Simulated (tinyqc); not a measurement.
# Scale length and length offset from two DIBL values

Inverse problem. DIBL = exp(-Le/(2 l)) + 2 exp(-Le/l) with Le = L - dL. Find l, dL and the drawn length for a DIBL of 100 mV/V.

DIBL at drawn lengths 41 and 73 nm (mV/V): 139.84984  18.761997

Answer. With e = exp(-Le/(2 l)), 2 e^2 + e = DIBL gives e and so Le/l at each length; Le/l is a straight line in L with slope 1/l.

l = 8.70 nm
dL = 3.20 nm
length for 100 mV/V = 46.0 nm

Program tinyqc, `OMP_NUM_THREADS=1 python tinyqc.py 2002208 2002209 out.jsonl`; Intel Xeon 2.30GHz, shared host, one thread, about 0.01 s.
